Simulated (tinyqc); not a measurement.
MOS inversion layer, Poisson-Schroedinger loop: course of the self-consistent loop.

Electrons confined at an insulator interface at z = 0, treated as a hard wall; parabolic valleys, Hartree approximation, no image or exchange terms. The depletion charge lies far deeper than the electrons and gives a uniform field q Nd/(eps0 eps_r); the gate balances all charge. Energies are counted from the band edge at the interface.

V0 = q Nd z/(eps0 eps_r) in eV.

Tridiagonal Hamiltonian with psi = 0 one step beyond both ends: H_ii = C (1/m_(i-1/2) + 1/m_(i+1/2))/hz^2 + V0_i + U_i (+ dE for the set B), H_(i,i+1) = -C/(m_(i+1/2) hz^2), C = hbar^2/(2 m0). The lowest 2 level(s) of each valley set are kept, normalised to hz sum |psi|^2 = 1. The mass is the same on all intervals.

Level k holds N_k = D_k Vt ln(1 + exp((EF - E_k)/Vt)) with D = 2 md1 m0 q/(pi hbar^2) for the set A, D = 4 md2 m0 q/(pi hbar^2) for the set B per eV (spin included); EF is fixed by sum N_k = Ns.

n_i = sum_k N_k |psi_k|^2 (converted to cm^-3). Hartree part by Gauss: on the interval before node i the electrons still beyond are S_i = Ns - hz sum_(j<i) n_j, and U_i = U_(i-1) + q S_i hz/(eps0 eps_r) in eV, U_0 = 0 at the interface. Mixing: U(new) = U + a (U(out) - U).

Start from U = 0. Stop when the largest |U(out) - U| is below 1e-7 eV, or after 120 rounds.

Parameters, values chosen for the exercise; masses and permittivity close to those of silicon (100): temperature T = 400 K; relative permittivity eps_r = 11.6; mass along z of valley set A (2 valley(s)) mz1 = 0.913 m0; in-plane density-of-states mass of set A md1 = 0.187 m0; mass along z of valley set B (4 valley(s)) mz2 = 0.19 m0; in-plane density-of-states mass of set B md2 = 0.42 m0; sheet density of electrons Ns = 5.4e12 cm^-2; sheet density of depletion charge Nd = 1.8e12 cm^-2; extra shift of set B (strain) dE = 0 eV; mesh step hz = 0.67 nm; mixing factor a = 0.5.

Constants: q = 1.602176634e-19 C, kB = 1.380649e-23 J/K, hbar = 1.054571817e-34 J s, m0 = 9.1093837015e-31 kg, Vt = kB T/q, eps0 = 8.8541878128e-14 F/cm where lengths are in cm, hbar^2/(2 m0) = 0.0380998212 eV nm^2. Results are converted to the units shown.

z, node 1 to 18 (nm): 0.67  1.34  2.01  2.68  3.35  4.02  4.69  5.36  6.03  6.7  7.37  8.04  8.71  9.38  10.05  10.72  11.39  12.06

Course of the iteration:
```
round  level A1 (eV)    EF (eV)  largest |U(out) - U| (eV)
1          0.0739127  0.0497235                      0.214
2           0.129817   0.119755                     0.0570
3           0.150872   0.143232                     0.0229
4           0.160296   0.153163                     0.0103
5           0.164734   0.157699                    4.82e-3
6           0.166873   0.159853                    2.33e-3
7           0.167916   0.160895                    1.14e-3
8           0.168427   0.161405                    5.55e-4
9           0.168679   0.161656                    2.72e-4
...              ...        ...                        ...
13          0.168910   0.161886                    1.60e-5
14          0.168917   0.161893                    7.92e-6
15          0.168921   0.161897                    3.92e-6
16          0.168923   0.161899                    1.94e-6
17          0.168924   0.161899                    9.63e-7
18          0.168924   0.161900                    4.78e-7
19          0.168924   0.161900                    2.37e-7
20          0.168924   0.161900                    1.18e-7
21          0.168924   0.161900                    5.86e-8
```

Did this iteration meet its convergence test, and what does its course show?

Yes. Converged in 21 rounds. Towards the end the residual shrinks by a factor of about 0.50 a round.

Numbers from tinyqc (`OMP_NUM_THREADS=1 python tinyqc.py 2160123 2160124 out.jsonl`; about 1 s on one thread of a shared Intel Xeon 2.30GHz).
